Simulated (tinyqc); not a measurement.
MOSFET in the linear regime without short-channel effects, parameter extraction from computed curves: two steps of the calculation.

Inversion charge Q = Cox n Vt W0(exp((Vg - VT)/(n Vt))), W0 the Lambert function and n = nf; u = Q/Cox; mobility mu = mu0/(1 + th1 u + th2 u^2); channel resistance Rch = (L - dL)/(W mu Q); Id = Vd/(Rch + Rsd/W). Cox = eps0 eox/tox. Small Vd, no channel-length or drain effects.

Inputs (values chosen for the exercise); channel values of the order met in silicon transistors: temperature T = 300 K; relative permittivity of the gate insulator (close to silicon nitride) eox = 7.29; insulator thickness tox = 7.3 nm; low-field mobility mu0 = 290 cm^2/(V s); first mobility attenuation factor th1 = 0.43 1/V; second mobility attenuation factor th2 = 0.04 1/V^2; threshold voltage VT = 0.59 V; body factor nf = 1.11; gate width W = 1 um; drawn gate length L = 0.65 um; drawn less effective length dL = 0.01 um; source plus drain resistance Rsd = 170 ohm um; drain voltage Vd = 0.02 V.

Constants: q = 1.602176634e-19 C, kB = 1.380649e-23 J/K, Vt = kB T/q, eps0 = 8.8541878128e-14 F/cm where lengths are in cm. Results are converted to the units shown.

Question 1. Transfer curve. u, mu, Rch and Id as defined.

Vg, point 0 to 10 (V): [0.29, 0.44, 0.59, 0.74, 0.89, 1.04, 1.19, 1.34, 1.49, 1.64, 1.79]

Give: u; mu; Rch; Id.

Answer 1.

```
point     u (V)  mu (cm^2/(V s))  Rch (ohm)   Id (uA)
0      8.269e-7            290.0    3.018e9  6.626e-6
1      1.532e-4            290.0    1.629e7  0.001228
2       0.01627            288.0    1.544e5    0.1294
3        0.1111            276.6    2.354e4    0.8435
4        0.2392            262.4    1.153e4     1.709
5        0.3762            248.4       7746     2.527
6        0.5170            235.2       5952     3.267
7        0.6600            222.9       4921     3.929
8        0.8043            211.4       4257     4.518
9        0.9496            200.8       3796     5.042
10        1.095            190.9       3461     5.508
```

Question 2. The Y function. Y_i = Id_i/sqrt(gm_i). For Id = beta Vd x/(1 + th x), x = Vg - VT, Y = sqrt(beta Vd) x whatever th. Slope s from points 6 and 9; VT_Y = Vg - Y/s at point 9; beta = s^2/Vd; mobility beta L/(W Cox) with the drawn L; th* = (beta Vd x/Id - 1)/x at point 9.

```
point  Vg (V)       Id (uA)
0        0.29  6.6262091e-6
1        0.44  0.0012277108
2        0.59    0.12936010
3        0.74    0.84349378
4        0.89     1.7088916
5        1.04     2.5265116
6        1.19     3.2667734
7        1.34     3.9287502
8        1.49     4.5181811
9        1.64     5.0422777
10       1.79     5.5081702
```

gm, point 1 to 9 (uS): [0.43117824, 2.8075536, 5.2651050, 5.6100595, 5.1929392, 4.6741285, 4.1713592, 3.7117582, 3.2999635]

Wanted: Y; s; VT_Y; beta; mobility from Y; th*.

Answer 2.

Y, point 1 to 9 (uA^0.5 V^0.5): [0.0018697, 0.077203, 0.36760, 0.72149, 1.1087, 1.5110, 1.9236, 2.3452, 2.7757]
s = 2.8104 uA^0.5 V^-0.5
VT_Y = 0.65235 V
beta = 394.92 uA/V^2
mobility from Y = 290.31 cm^2/(V s)
th* = 0.55393 1/V

The mobility from Y is 1.4 % below mu0 L/(L - dL) = 295 cm^2/(V s), which it should reach in deep inversion when th2 = 0.

Numbers from tinyqc (`OMP_NUM_THREADS=1 python tinyqc.py 2210124 2210125 out.jsonl`; about 0.01 s on one thread of a shared Intel Xeon 2.30GHz).
